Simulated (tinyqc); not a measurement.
Temperature series and Richardson plot: current of a Schottky diode by thermionic-emission-diffusion theory, and its read-back from I-V-T and C-V data. Computed by tinyqc, a small Python program. Command: `OMP_NUM_THREADS=1 python tinyqc.py 3000977 3000978 out.jsonl schottky walk`. One thread of a shared host (Intel(R) Xeon(R) Processor @ 2.30GHz), about 0.01 s of CPU time with the checks.

Full ionisation, no tunnelling, no recombination current. V is the voltage across the junction itself, forward positive.

Inputs (values chosen for the exercise, modelled on n-type 4H-SiC):
```
quantity                                     value          unit
Richardson constant A*                         142  A/(cm^2 K^2)
effective density of states at 300 K, N_c  1.7e+19        1/cm^3
permittivity eps                               9.7             -
mobility mu                                    900    cm^2/(V s)
barrier without image force phi_0 (mean)      1.25            eV
doping N                                   1.3e+17        1/cm^3
junction voltage V                            0.39             V
standard deviation sigma                        84           meV
relative change of sigma^2 with bias, rho      0.8           1/V
```

Barrier: Gaussian spread of heights.

Constants: k_B = 8.617333262e-05 eV/K; e = 1.602176634e-19 C; eps_0 = 8.8541878128e-12 F/m.

Method:
- N_c(T) = N_c (T/300 K)^(3/2); V_bi = phi_0 - (k_B T/e) ln(N_c(T)/N); surface field F = sqrt(2 e N (V_bi - V - k_B T/e)/(eps eps_0)); image lowering d_phi = sqrt(e F/(4 pi eps eps_0)); effective barrier phi = phi_0 - d_phi - sigma^2 (1 - rho V)/(2 k_B T).
- Collection velocity v_R = A* T^2/(e N_c(T)); diffusion velocity v_D = mu F; J = e N_c(T) v_R/(1 + v_R/v_D) exp(-phi/k_B T) [exp(e V/k_B T) - 1].
- Ideality n = (e/k_B T)/(d ln J/dV) by a central difference of +/- 1 mV; J_0 = J exp(-e V/(n k_B T)); apparent barrier phi_IV = k_B T ln(A* T^2/J_0); a C-V plot gives phi_CV = phi_0, the mean without lowering.
- A least-squares line of ln(J_0/T^2) against 1/(k_B T) gives a barrier (minus the slope) and a Richardson constant (exp of the intercept).

At the same junction voltage:
```
T (K)  1/k_B T (1/eV)       n  J_0 (A/cm^2)  phi_IV (eV)  ln(J_0/T^2)
200            58.023  1.2216    8.4594e-19       0.9852      -52.210
250            46.418  1.1755    1.7882e-14       1.0266      -42.698
300            38.682  1.1470    2.4759e-11       1.0544      -35.829
350            33.156  1.1279    5.8916e-09       1.0744      -30.666
400            29.011  1.1144    4.2588e-07       1.0895      -26.652
450            25.788  1.1045    1.3286e-05       1.1014      -23.447
```

barrier from the Richardson plot = 0.89263 eV

Richardson constant from the plot = 0.41781 A/(cm^2 K^2)

What follows from these numbers?

From 200 to 450 K n goes from 1.222 to 1.105 and phi_IV from 0.985 to 1.101 eV. The plot returns 0.893 eV against phi_0 = 1.25 and a constant 0.00294 times the true A*: a spread of barriers lets cold carriers pick the low patches, which bends the plot and lowers both numbers.

Extremes, crossings and ranges named in words are read from the listed rows.
